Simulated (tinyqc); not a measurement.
States in the gap of a film: thin (001) film in sp3s* tight binding with raised dangling bonds.

Planes alternate anion (a), cation (c) along [001], a/4 apart, starting with an anion; zero in-plane momentum; levels counted from the bulk Ev, the lower root of [[Epa, Vxx], [Vxx, Epc]]; no spin-orbit coupling. Block of s, pz, s*: from an anion to the cation above, Vss/2 (s,s), Vsapc/2 (s,z), -Vscpa/2 (z,s), Vxx/2 (z,z), Vxapc/2 (s*,z), -Vpaxc/2 (z,s*); to the cation below the same with the s-z and s*-z signs reversed. Block of u = (px + py)/sqrt2 and v = (px - py)/sqrt2: to the cation above (Vxx + Vxy)/2 for u and (Vxx - Vxy)/2 for v, to the cation below the reverse. Each surface atom has two dangling sp3 hybrids; raising both by dl adds (dl/2) [[1, t], [t, 1]] to its s, pz levels (t = -1 at the bottom face, +1 at the top) and dl to the one of u, v in whose plane the missing bonds lie (v for a bottom anion or a top cation, u for a top anion).

Values chosen for the exercise (out of a larger set: near a published set for GaP, fitted to gaps, whose masses and valley positions are rough; not measured data): p = (-8.144, 1.128, -2.206, 4.105, 8.514, 7.158, -7.469, 2.146, 5.125, 4.26, 6.298, 4.666, 5.104) eV (order Esa, Epa, Esc, Epc, Exa, Exc, Vss, Vxx, Vxy, Vsapc, Vscpa, Vxapc, Vpaxc); Nw = 26 (planes in the thicker film).

edges (eV): Gamma 2.85766, Delta 2.31770

Levels between 0 and the lower bulk edge, the largest weight on the two outer planes of both faces among them, and the nearest levels outside, for several shifts dl.

Film of Nw planes:

| dl (eV) | levels in the gap | at (eV) | surface weight | next above (eV) | next below (eV) |
|---|---|---|---|---|---|
| 0 | 3 | 0.052, 1.123, 1.372 | 0.83 | 2.3358 | -0.0469 |
| 1 | 3 | 0.282, 1.885, 1.979 | 0.88 | 2.3359 | -0.0469 |
| 2 | 2 | 0.629, 2.302 | 0.66 | 2.3386 | -0.0469 |
| 3 | 1 | 1.056 | 0.68 | 2.3354 | -0.0469 |
| 5 | 1 | 1.949 | 0.69 | 2.3358 | -0.0469 |
| 10 | 0 | - | - | 2.3354 | -0.0469 |
| 30 | 0 | - | - | 2.3356 | -0.0469 |
| 100 | 0 | - | - | 2.3356 | -0.0469 |

Can the levels of the bare film be read as confined subbands?

No: with bare surfaces (dl = 0) 3 levels lie in the bulk gap, with up to 83 % of the weight on the four outer planes, two a face, where an even spread gives 15 %; these are dangling-bond states, not subbands. The reruns show the bulk gap clear from dl = 10 eV on, and at dl = 30 eV the next level above lies 0.0 meV from its value at 100 eV.

tinyqc: `OMP_NUM_THREADS=1 python tinyqc.py 1481644 1481645 out.jsonl`; about 0.5 s, one thread, shared Intel(R) Xeon(R) Processor @ 2.30GHz.
